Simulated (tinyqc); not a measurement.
Changing the ion energy E: ion implantation: universal nuclear stopping, Lindhard-Scharff electronic stopping and a Gaussian range profile. Computed by tinyqc, a small Python program. Command: `OMP_NUM_THREADS=1 python tinyqc.py 3031470 3031471 out.jsonl implant sweep`. One thread of a shared host (Intel(R) Xeon(R) Processor @ 2.30GHz), about 0.3 s of CPU time with the checks.

An ion slows by elastic collisions with screened nuclei and by friction with electrons; channelling is ignored and the target is uniform.

Inputs (values chosen for the exercise, modelled on arsenic ions in germanium): ion atomic number Z1 = 33; ion mass M1 = 75 u; target atomic number Z2 = 32; target mass M2 = 72.63 u; target density N = 44.2 1/nm^3; scale factor of electronic stopping k = 1.2; dose Q = 9.9e+13 1/cm^2; background C_B = 1.3e+15 1/cm^3; displacement energy E_d = 15 eV.

Method:
- Reduced energy eps = 32.53 M2 E/(Z1 Z2 (M1 + M2)(Z1^0.23 + Z2^0.23)), E in keV; s_n = ln(1 + 1.1383 eps)/(2 (eps + 0.01321 eps^0.21226 + 0.19593 eps^0.5)) for eps up to 30 and ln(eps)/(2 eps) above; S_n = 8.462 Z1 Z2 M1 s_n/((M1 + M2)(Z1^0.23 + Z2^0.23)) in 1e-15 eV cm^2.
- S_e = k 3.83 Z1^(7/6) Z2/(Z1^(2/3) + Z2^(2/3))^(3/2) sqrt(E/M1) in 1e-15 eV cm^2, E in keV.
- Path length R = int_0^E dE'/(N (S_n + S_e)); energy lost to nuclei nu = int_0^E S_n/(S_n + S_e) dE' (both with E' = E y^3 and 64 Gauss-Legendre points in y).
- Estimates of Lindhard type: R_p = R/(1 + M2/(3 M1)), straggle dR_p = (2/3) R_p sqrt(M1 M2)/(M1 + M2).
- C(x) = C_p exp(-(x - R_p)^2/(2 dR_p^2)) with C_p = Q/(sqrt(2 pi) dR_p), 1 nm = 1e-7 cm; the profile falls to the background at x_j = R_p + dR_p sqrt(2 ln(C_p/C_B)); the peak atomic fraction is C_p/N.
- Kinchin-Pease count with efficiency 0.8: N_d = 0.8 nu/(2 E_d), taking all of nu as damage energy (an upper estimate, as recoils also lose energy to electrons). Spread over a depth R_p + dR_p, displacements per atom = Q N_d/(N (R_p + dR_p)).

One run for each value; columns: (1) ion energy E (keV); (2) projected range R_p (nm); (3) peak concentration C_p (1/cm^3); (4) energy lost to nuclei nu (keV); (5) depth x_j where C falls to C_B (nm); (6) displacements per atom:
```
(1)     (2)         (3)     (4)     (5)      (6)
2      4.60  2.5735e+20    1.81   12.18  0.17588
4      6.46  1.8358e+20    3.61   16.93  0.25024
8      9.30  1.2737e+20    7.17   24.17  0.34504
16    13.85  8.5551e+19   14.17   35.60  0.45829
32    21.40  5.5363e+19   27.83   54.34  0.58247
63    34.09  3.4764e+19   53.29   85.38  0.70040
130   58.79  2.0158e+19  104.92  144.86  0.79955
250  100.35  1.1809e+19  188.55  243.14  0.84174
500  183.60  6.4542e+18  336.21  436.06  0.82033
```

Over the rows, projected range R_p (nm) rises from 4.60 to 184 (exponent d ln y / d ln x 0.49 between the first rows and 0.87 between the last); peak concentration C_p (1/cm^3) falls from 2.57e20 to 6.45e18 (exponent d ln y / d ln x -0.49 between the first rows and -0.87 between the last); energy lost to nuclei nu (keV) rises from 1.81 to 336 (exponent d ln y / d ln x 1.00 between the first rows and 0.83 between the last). The share of energy given to nuclei falls from 0.90 to 0.67 as electronic stopping grows. C_p is inverse to the straggle, which these estimates tie to R_p.

Caution (rows 4.00, 8.00, 16.0, 32.0, 63.0, 130, 250, 500): above a few tenths of a displacement per atom cascades overlap, so the count overstates new damage; heavy ions turn silicon and germanium amorphous at such levels, while light ions such as boron and metal targets anneal much of the damage.

Extremes, crossings and ranges named in words are read from the listed rows.
